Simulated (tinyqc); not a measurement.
Worked calculation: MP2 on RHF in the sto-3g basis, for H4, spin multiplicity 1. One step of it, computed by the program tinyqc.

Task: Second-order Moller-Plesset energy. E2 = sum_ijab (ia|jb) [2 (ia|jb) - (ib|ja)] / (e_i + e_j - e_a - e_b) over occupied i, j and virtual a, b; the opposite-spin part is (ia|jb)^2 / denominator, the rest is same-spin, and SCS-MP2 scales them by 6/5 and 1/3.

orbital energies (hartree): MO1 -0.649019, MO2 -0.432944, MO3 0.387553, MO4 0.956504

Two-electron integrals over orbitals (pq|rs), unique and non-zero (hartree):
```
(11|11) 0.495858    (21|11) -0.000330   (21|21) 0.174281    (22|11) 0.456268
(22|21) 0.000266    (22|22) 0.469981    (31|11) -0.070841   (31|21) -0.000172
(31|22) 0.003370    (31|31) 0.107655    (32|11) -0.000319   (32|21) 0.090995
(32|22) 0.000145    (32|31) 0.000122    (32|32) 0.121377    (33|11) 0.463062
(33|21) 0.000209    (33|22) 0.461116    (33|31) -0.014237   (33|32) 0.000090
(33|33) 0.482717    (41|11) 0.000198    (41|21) -0.036876   (41|22) -0.000040
(41|31) -0.000146   (41|32) 0.058549    (41|33) -0.000020   (41|41) 0.090920
(42|11) -0.077573   (42|21) -0.000141   (42|22) -0.013589   (42|31) 0.099376
(42|32) 0.000154    (42|33) -0.012396   (42|41) -0.000124   (42|42) 0.106057
(43|11) -0.000297   (43|21) 0.165722    (43|22) 0.000287    (43|31) -0.000153
(43|32) 0.091724    (43|33) 0.000236    (43|41) -0.034262   (43|42) -0.000144
(43|43) 0.177975    (44|11) 0.522116    (44|21) -0.000265   (44|22) 0.484804
(44|31) -0.075972   (44|32) -0.000308   (44|33) 0.500750    (44|41) 0.000193
(44|42) -0.087113   (44|43) -0.000256   (44|44) 0.582120
```

Hartree-Fock energy = -2.15886197 hartree

Give: Terms; Pair energies; MP2 correlation energy; SCS-MP2 correlation energy; MP2 total energy.

Result:

Terms:
```
i  j  a  b    (ia|jb)    (ib|ja)  denominator       term
2  2  3  3     0.1214     0.1214      -1.6410    -0.0090
1  2  3  4     0.0994     0.0585      -2.4260    -0.0057
2  1  4  3     0.0994     0.0585      -2.4260    -0.0057
1  1  3  3     0.1077     0.1077      -2.0731    -0.0056
2  2  4  4     0.1061     0.1061      -2.7789    -0.0040
1  1  4  4     0.0909     0.0909      -3.2110    -0.0026
2  1  3  4     0.0585     0.0994      -2.4260  -4.28e-04
1  2  4  3     0.0585     0.0994      -2.4260  -4.28e-04
2  2  4  3   1.54e-04   1.54e-04      -2.2099  -1.08e-08
2  2  3  4   1.54e-04   1.54e-04      -2.2099  -1.08e-08
1  1  3  4  -1.46e-04  -1.46e-04      -2.6421  -8.03e-09
1  1  4  3  -1.46e-04  -1.46e-04      -2.6421  -8.03e-09
1  2  3  3   1.22e-04   1.22e-04      -1.8571  -8.02e-09
2  1  3  3   1.22e-04   1.22e-04      -1.8571  -8.02e-09
1  2  4  4  -1.24e-04  -1.24e-04      -2.9950  -5.16e-09
2  1  4  4  -1.24e-04  -1.24e-04      -2.9950  -5.16e-09
```

Pair energies (hartree; pair i-j sums ij and ji):
```
pair  opposite spin  same spin
1-1         -0.0082          0
2-1         -0.0110    -0.0014
2-2         -0.0130          0
```

MP2 correlation energy = -0.033532 hartree

SCS-MP2 correlation energy = -0.039047 hartree

MP2 total energy = -2.192394 hartree
